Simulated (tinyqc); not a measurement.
Inside a calculation. Model: ESD clamp with bipolar snapback, compact model and design window.

Computed by the program tinyqc: `OMP_NUM_THREADS=1 python tinyqc.py 2670110 2670111 out.jsonl`, one thread of a shared Intel Xeon 2.30GHz, about 0.01 s for the whole run. Printed values are rounded.

The drain junction multiplies the current that enters it: Igen = (M - 1)(Ic + I0), M = 1/(1 - (Vj/BV)^n). The generated holes leave through the substrate resistance and the base of the parasitic npn: Igen = Vb/Rb + Ic/be, Ic = Is exp(Vb/Vt). Terminal current I = Ic + I0 + Igen and voltage V = Vj + I Ro, per width. Isothermal, constant gain.

Values chosen for this exercise; values close to those of grounded-gate n-channel clamps:
- T = 300 K (temperature)
- BV = 6.4 V (junction breakdown voltage)
- n = 4 (exponent of the multiplication)
- be = 10.5 (current gain of the parasitic npn)
- Is = 8.1e-18 A/um (saturation current)
- I0 = 5.5e-11 A/um (junction leakage)
- Rb = 5200 ohm um (substrate resistance)
- Ro = 210 ohm um (drain ballast and contact resistance)
- It2 = 7.7 mA/um (failure current for 100 ns)
- Wf = 30 um (finger width)
- Nf = 6 (number of fingers)
- Lv = 4 kV (human-body-model level)
- Vox = 7.3 V (oxide breakdown voltage for 100 ns)
- Vdd = 5 V (supply voltage)

Constants: q = 1.602176634e-19 C, kB = 1.380649e-23 J/K, Vt = kB T/q. Results are converted to the units shown.

## The snapback curve

```
point,Vb (V)
0,0.05
1,0.3
2,0.535
3,0.595
4,0.645
5,0.744
6,0.834
7,0.854
8,0.884
```

For given Vb: Ic, Igen, M = 1 + Igen/(Ic + I0), Vj = BV (1 - 1/M)^(1/n), I and V.

```
point,Ic (uA/um),M,Vj (V),I (uA/um),V (V)
0,5.60335e-11,1.74826e5,6.39999,9.61544,6.40201
1,8.87694e-7,1.03229e6,6.40000,57.6924,6.41211
2,0.00787208,12980.0,6.39988,102.893,6.42148
3,0.0801761,1427.26,6.39888,114.511,6.42293
4,0.554636,224.712,6.39287,124.646,6.41904
5,25.5349,6.69841,6.14647,171.044,6.18238
6,829.981,1.28848,4.40239,1069.41,4.62697
7,1799.09,1.18652,4.02990,2134.67,4.47818
8,5741.58,1.12485,3.69403,6458.40,5.05030
```

V peaks at Vt1 = 6.423 V and falls to Vh = 4.478 V: once the npn supplies current, a small M feeds the base. At high current M tends to 1 + 1/be and Vj to BV (1 + be)^(-1/n) = 3.475 V.

## Iteration 1: base voltage at the failure current

Vb at the start = 0.79 V

I(Vb) = Ic (1 + 1/be) + I0 + Vb/Rb, I' = Ic (1 + 1/be)/Vt + 1/Rb; Newton steps on ln I: Vb(new) = Vb - ln(I/It2) I/I'. V follows from the introduction.

I = 0.3176563 mA/um
V = 5.510936 V
I' = 6.603153 mS/um
Vb after iteration 1 = 0.9433646 V

## Iteration 2: base voltage at the failure current

As before.

I = 62.67303 mA/um
V = 16.66285 V
I' = 2417.476 mS/um
Vb after iteration 2 = 0.8890074 V

## Course of the iteration: base voltage at the failure current

Stop when Vb changes by less than 1e-10 V, or after 20 iterations. Vb must stay between 0 and 8 V.

Course of the iteration:
```
iteration,Vb (V),|change| (V)
1,0.9433646,0.153
2,0.8890074,0.0544
3,0.8886552,3.52e-4
4,0.8886552,4.97e-8
5,0.8886552,< 1e-13
```

Converged in 5 iterations. At the end the number of correct digits about doubles with each step.

## Design window and human-body level

Vt1 = 6.422926 V
Vh = 4.478066 V
Vt2 = 5.279265 V

Human-body model: 100 pF through 1500 ohm, peak current about (level - Vt2)/1500 ohm, decay time 150 ns. All fingers turn on before the first fails if Vt2 > Vt1; then the clamp carries Nf Wf It2, otherwise in the worst case Wf It2. Margins: Vh - 1.1 Vdd against latching in operation, Vox - max(Vt1, Vt2) for the protected oxide.

peak current = 2.663147 A
current the clamp carries = 0.231 A
level it withstands = 0.3517793 kV
holding margin = -1.021934 V
oxide margin = 0.8770740 V

Uniform turn-on is not assured; the clamp fails the level. The holding margin is negative.
